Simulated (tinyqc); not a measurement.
Gain of the pnp from the holding current.

Question. On state with both base-emitter voltages at Von: npn base current Ib = (Von/Rs + bp Von/Rw)/(bn bp - 1), holding current Ih = (bn + 1) Ib + Von/Rs. Find bp.

Inputs (values chosen for the exercise): current gain of the npn bn = 13.9; substrate resistance shunting the npn Rs = 250 ohm; well resistance shunting the pnp Rw = 540 ohm; base-emitter voltage in the on state Von = 0.76 V.

Ih = 5.4058879 mA

Answer. Ih gives Ib, and Ib (bn bp - 1) = Von/Rs + bp Von/Rw is linear in bp.

bp = 4.000

Numbers from tinyqc (`OMP_NUM_THREADS=1 python tinyqc.py 2670037 2670038 out.jsonl`; about 0.04 s on one thread of a shared Intel Xeon 2.30GHz).
